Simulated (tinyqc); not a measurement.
From one set of inputs to another, one input at a time: two-sublattice mean-field magnet: ferrimagnet, compensation points and susceptibility. Computed by tinyqc, a small Python program. Command: `OMP_NUM_THREADS=1 python tinyqc.py 3015413 3015414 out.jsonl ferri ladder`. One thread of a shared host (Intel(R) Xeon(R) Processor @ 2.30GHz), about 0.02 s of CPU time with the checks.

A random alloy A(1-x)B(x) with H = -sum over pairs J S_i.S_j. a = <S_A> and b = <S_B> are taken along z, a > 0. Exchange fields: h_A = (1 - x) zJ_AA a + x zJ_AB b, h_B = (1 - x) zJ_AB a + x zJ_BB b; a = S_A B_(S_A)(S_A h_A/(k_B T)) and likewise for b, with the Brillouin function B_S(y) = [(2S + 1)/(2S)] coth[(2S + 1) y/(2S)] - [1/(2S)] coth[y/(2S)].

The inputs printed are set A. Inputs not listed in the table keep their values of set A, so the rows need not describe a real material.

Inputs (values chosen for the exercise, for a model ferrimagnet):
```
quantity                 value  unit
spin S_A                   2.5     -
spin S_B                   2.5     -
g factor g_A               2.2     -
g factor g_B                 2     -
fraction x of B sites     0.28     -
z J_AA                    16.8   meV
z J_BB                     1.9   meV
z J_AB                    -2.4   meV
T over T_c                0.73     -
largest number of steps   3000     -
```

Constants: k_B = 8.617333262e-05 eV/K.

Method:
- Linearised, T (a, b) = M (a, b) with M_ij = S_i (S_i + 1) c_j zJ_ij/(3 k_B), c_A = 1 - x, c_B = x. T_c is the larger eigenvalue, and its eigenvector gives b/a at onset, (T_c - M_AA)/M_AB.
- Repeat from a = S_A, b = -S_B until a and b change by less than 1e-10.
- Net moment m = (1 - x) g_A a + x g_B b in mu_B per site; net spin s = (1 - x) a + x b. At T = 0, a = S_A and b = -S_B. Effective g = m/s.

Each row keeps all changes above it:
```
input moved            from    to  T_c (K)  net moment m (mu_B)       a
set A                     -     -    412.8               2.6093  1.7756
z J_AA (meV)           16.8  41.8   1020.0               2.7248  1.7705
T over T_c             0.73  0.42   1020.0               3.4979  2.3244
fraction x of B sites  0.28  0.24   1076.4               3.7296  2.3242
g factor g_A            2.2     2   1076.4               3.3763  2.3242
z J_AB (meV)           -2.4   -13   1107.6               2.8611  2.3368
z J_BB (meV)            1.9   2.2   1107.6               2.8591  2.3369
```

T_c goes from 413 to 1110, a factor 2.68 in all. The largest single move comes from z J_AA (a factor 2.47). net moment m goes from 2.61 to 2.86, a factor 1.10 in all. The largest single move comes from T over T_c (a factor 1.28), and z J_AB works against it (a factor 0.847). a goes from 1.78 to 2.34, a factor 1.32 in all. The largest single move comes from T over T_c (a factor 1.31). The single moves hold for this order of the switches; the total does not depend on the order.

Extremes, crossings and ranges named in words are read from the listed rows.
